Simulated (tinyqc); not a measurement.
Raising U: Hubbard chain of 3 sites, mean field against exact. Computed by the program tinyqc. Collinear unrestricted mean field (the lowest of 40 random starts) against exact diagonalisation.

one-body matrix (hopping and site energies) (eV):
```
         1        2        3
1   0.0000  -0.6100   0.0000
2  -0.6100   0.0000  -0.6100
3   0.0000  -0.6100   0.0000
```

electrons, up and down: 2  1

Exact and mean-field results (eV):

| U | U/t | E exact | E mean field | mean \|n_up - n_down\| | double occupancy, exact | first gap in the sector |
|---|---|---|---|---|---|---|
| 0.300 | 0.492 | -1.54658 | -1.53971 | 0.367 | 0.189 | 0.821 |
| 0.610 | 1.000 | -1.38076 | -1.35322 | 0.413 | 0.168 | 0.771 |
| 1.220 | 2.000 | -1.11025 | -1.01667 | 0.556 | 0.129 | 0.664 |
| 1.830 | 3.000 | -0.90606 | -0.75812 | 0.729 | 0.096 | 0.564 |
| 2.440 | 4.000 | -0.75400 | -0.58847 | 0.837 | 0.072 | 0.480 |
| 3.660 | 6.000 | -0.55311 | -0.40070 | 0.926 | 0.042 | 0.360 |
| 4.880 | 8.000 | -0.43170 | -0.30254 | 0.958 | 0.026 | 0.284 |
| 12.200 | 20.000 | -0.18120 | -0.12185 | 0.993 | 4.85e-03 | 0.121 |

Estimate the missing row, U = 7.32.

Computed row:
```
U         U/t   E exact  E mean field  mean |n_up - n_down|  double occupancy, exact  first gap in the sector
7.320  12.000  -0.29692      -0.20262                 0.981                    0.013                    0.197
```

In absolute terms mean field is worst at U/t = 4.0, 0.166 eV too high: at small U it is nearly exact, and at large U it misses only exchange-scale energies. Relative to the exact energy its error is 0.4 % at the smallest U, 33 % at most and 33 % at the largest. The double occupancy falls from 0.189 to 0.005; at the largest U the first gap is 0.99 times the exchange scale 4t^2/U.
